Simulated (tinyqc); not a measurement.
Band edges of strained Si(1-x)Ge(x) on relaxed Si(1-y)Ge(y): sweeps and comparisons. A value that a table varies takes the place of the one given here.

Values are linear in the Ge fraction but for ED(x) = linear - CD x (1 - x) and a(x) = linear - Ca x (1 - x). Energies are on the common scale of Ev.

Coherent growth on a (110) face: e_par = (a(y) - a(x))/a(x), e_perp = -(C11 + 3 C12 - 2 C44)/(C11 + C12 + 2 C44) e_par; exx = eyy = (e_par + e_perp)/2, ezz = e_par, exy = (e_perp - e_par)/2, eyz = ezx = 0.

A valley with unit axis u lies at Ev + gap + (av + a_valley) tr(e) + Xu (u.e.u - tr(e)/3); the Delta axes are x, y, z and the L axes [111], [1-1-1], [-11-1], [-1-11]. The second-order shift of the Delta valleys under shear is left out; it lowers the pair normal to the sheared plane by tens of meV at a shear of 1 %.

Valence edges: Ev plus the levels of the 6 x 6 matrix of X, Y, Z times spin with -Dso/3 + l exx + m (eyy + ezz) on the diagonal (cyclic), n exy off it, l = av + 2 b, m = av - b, n = sqrt(3) d. Spin-orbit term (Dso/3) L.sigma on X, Y, Z with (L_k)_ij = -i epsilon_kij: <X+|H|Y+> = -i Dso/3, <X+|H|Z-> = Dso/3, <Y+|H|Z-> = -i Dso/3, <Z+|H|X-> = -Dso/3, <Z+|H|Y-> = i Dso/3, <X-|H|Y-> = i Dso/3, and their conjugates; + and - are the spin along z.

Coherent growth: e_par = (a(y) - a(x))/a(x). (001): e_perp = -2 (C12/C11) e_par; exx = eyy = e_par, ezz = e_perp, no shear. (111): e_perp = -(2 C11 + 4 C12 - 4 C44)/(C11 + 2 C12 + 4 C44) e_par; exx = eyy = ezz = (2 e_par + e_perp)/3 and exy = eyz = ezx = (e_perp - e_par)/3. (110): e_perp = -(C11 + 3 C12 - 2 C44)/(C11 + C12 + 2 C44) e_par; exx = eyy = (e_par + e_perp)/2, ezz = e_par, exy = (e_perp - e_par)/2, eyz = ezx = 0.

Values chosen for the exercise (end members near Si and Ge, in this order; the results hold for these values, not for the real material): a = (5.431, 5.657) angstrom (lattice constant); Dso = (0.045, 0.29) eV (spin-orbit splitting); av = (2.45, 1.24) eV (valence hydrostatic potential); b = (-2.07, -2.54) eV (tetragonal shear potential); d = (-4.77, -5.33) eV (trigonal shear potential); C11 = (165.7, 128.6) GPa; C12 = (64.7, 48) GPa; C44 = (80.3, 66.8) GPa; Ev = (0, 0.62) eV (top of the unstrained valence band); ED = (1.151, 0.938) eV (gap to the Delta valleys); EL = (2.028, 0.75) eV (gap to the L valleys); aD = (1.69, 1.38) eV (hydrostatic potential of the Delta gap); aL = (-2.86, -2.87) eV (hydrostatic potential of the L gap); XuD = (9.11, 9.17) eV (uniaxial potential, Delta); XuL = (16.22, 15.37) eV (uniaxial potential, L); CD = 0.235 eV (bowing of the Delta gap); Ca = 0.023 angstrom (bowing of the lattice constant); face = 110 (growth face); y = 0.35 (Ge fraction of the relaxed buffer); x = 0.5 (Ge fraction of the layer).

## Composition of the layer

The buffer is kept. dEc = Ec(buffer) - Ec(layer), dEv = Ev(layer) - Ev(buffer); buffer edges Ev(y) and Ev(y) + min(ED, EL). The digit behind Delta or L counts whole valleys.

Results:
```
x     e_par (%)  lowest valleys  gap (eV)  next valleys above (meV)  valence splitting (meV)  dEc (eV)  dEv (eV)
0.00       1.36          Delta4     1.060                        94                      144     0.036    -0.074
0.13       0.86          Delta4     1.046                        59                       86     0.031    -0.055
0.26       0.36          Delta4     1.033                        24                       32     0.016    -0.027
0.39      -0.16          Delta2     0.994                        11                       12     0.002     0.027
0.51      -0.64          Delta2     0.913                        44                       44     0.002     0.108
0.64      -1.18          Delta2     0.832                        79                       72    -0.008     0.199
0.77      -1.72          Delta2     0.758                       115                       97    -0.028     0.293
0.90      -2.26          Delta2     0.691                        20                      119    -0.059     0.391
```

The gap is 1.060 eV in the first row and 0.691 eV in the last. The lowest valleys change: Delta4 to Delta2 between x = 0.26 and 0.39. Per 0.1 of x the valence offset moves by +52 meV on average; the conduction offset lies between -59 and +36 meV. Both carriers sit on one side for x = 0.39 and 0.51, and on opposite sides elsewhere. Offsets below about 30 meV are within the spread of parameter sets, so those rows do not settle the type. Strains above 2 % can be kept only in layers of a few nanometres.

## Composition of the buffer

The layer is kept. dEc = Ec(buffer) - Ec(layer), dEv = Ev(layer) - Ev(buffer); buffer edges Ev(y) and Ev(y) + min(ED, EL). The digit behind Delta or L counts whole valleys.

Results:
```
y     e_par (%)  lowest valleys  gap (eV)  next valleys above (meV)  valence splitting (meV)  dEc (eV)  dEv (eV)
0.00      -1.94          Delta2     0.772                       131                       86     0.042     0.337
0.14      -1.42          Delta2     0.830                        96                       74     0.020     0.243
0.29      -0.84          Delta2     0.894                        57                       54     0.006     0.142
0.43      -0.28          Delta2     0.955                        19                       22     0.000     0.047
0.57       0.29          Delta4     0.973                        19                       25     0.021    -0.022
0.71       0.88          Delta4     0.939                        59                       84     0.071    -0.058
0.86       1.52          Delta4     0.894                       103                      154     0.123    -0.088
1.00       2.14          Delta4     0.849                       141                      225     0.013    -0.112
```

The gap is 0.772 eV in the first row and 0.849 eV in the last, with its largest listed value, 0.973 eV, at y = 0.57: it peaks near the match y = x, since strain of either sign narrows it. The lowest valleys change: Delta2 to Delta4 between y = 0.43 and 0.57. Per 0.1 of y the valence offset moves by -45 meV on average; the conduction offset lies between +0 and +123 meV, not monotonically. Both carriers sit on one side for y = 0.00, 0.14, 0.29 and 0.43, and on opposite sides elsewhere. Offsets below about 30 meV are within the spread of parameter sets, so those rows do not settle the type. Strains above 2 % can be kept only in layers of a few nanometres.

## The same layer on three faces

dEc = Ec(buffer) - Ec(layer), dEv = Ev(layer) - Ev(buffer); buffer edges Ev(y) and Ev(y) + min(ED, EL). The digit behind Delta or L counts whole valleys.

Results:
```
face   e_par (%)  lowest valleys  gap (eV)  next valleys above (meV)  valence splitting (meV)  dEc (eV)  dEv (eV)  Delta spread (meV)  L spread (meV)
(001)      -0.60          Delta4     0.917                        97                       41     0.002     0.104                  97               0
(111)      -0.60          Delta6     0.946                       416                       41    -0.023     0.100                   0             119
(110)      -0.60          Delta2     0.920                        41                       42     0.002     0.101                  41              94
```

On (001) only the Delta valleys split (97 meV), on (111) only the L valleys (119 meV), on (110) both (41 and 94 meV). The lowest valleys are Delta4 on (001), Delta6 on (111) and Delta2 on (110); the smallest gap is 0.917 eV on (001) and the largest 0.946 eV on (111).

## What each parameter does

dEc = Ec(buffer) - Ec(layer), dEv = Ev(layer) - Ev(buffer); buffer edges Ev(y) and Ev(y) + min(ED, EL). Each row changes one parameter from the base and keeps the others.

Results:
```
case                       gap (eV)  valence splitting (meV)  dEc (eV)  dEv (eV)
base                         0.9195                     41.8    0.0024    0.1011
x = 0.53                     0.9000                     48.8    0.0012    0.1218
y = 0.38                     0.9326                     34.8    0.0012    0.0809
CD = 0.285 eV                0.9070                     41.8    0.0035    0.1011
b = (-2.38, -2.921) eV       0.9190                     42.4    0.0024    0.1016
XuD = (10.476, 10.545) eV    0.9155                     41.8    0.0065    0.1011
Dso = (0.052, 0.333) eV      0.9196                     42.8    0.0024    0.1011
XuL = (18.653, 17.675) eV    0.9195                     41.8    0.0024    0.1011
Ev = (0, 0.713) eV           0.9195                     41.8   -0.0116    0.1150
```

The largest shifts from the base row, up to three for each result and ties (the steps differ in size, so this ranks the rows, not the parameters). gap (eV): x -0.0196, y +0.0131, CD -0.0125; unchanged at the printed digits by XuL and Ev. valence splitting (meV): x +7.0, y -7.0, Dso +1.1; unchanged at the printed digits by CD, XuD, XuL and Ev. dEc (eV): Ev -0.0140, XuD +0.0041, y -0.0012, x -0.0012; unchanged at the printed digits by b, Dso and XuL. dEv (eV): x +0.0207, y -0.0202, Ev +0.0140; unchanged at the printed digits by CD, XuD, Dso and XuL. The lowest valleys of the layer are Delta2, so among the conduction-band potentials only those of that family reach the gap and dEc; the buffer is unstrained. A shift large enough to swap the lowest family would change that.

(tinyqc, `OMP_NUM_THREADS=1 python tinyqc.py 1080180 1080181 out.jsonl`, Intel(R) Xeon(R) Processor @ 2.30GHz, 1 thread, shared host, about 0.02 s.)
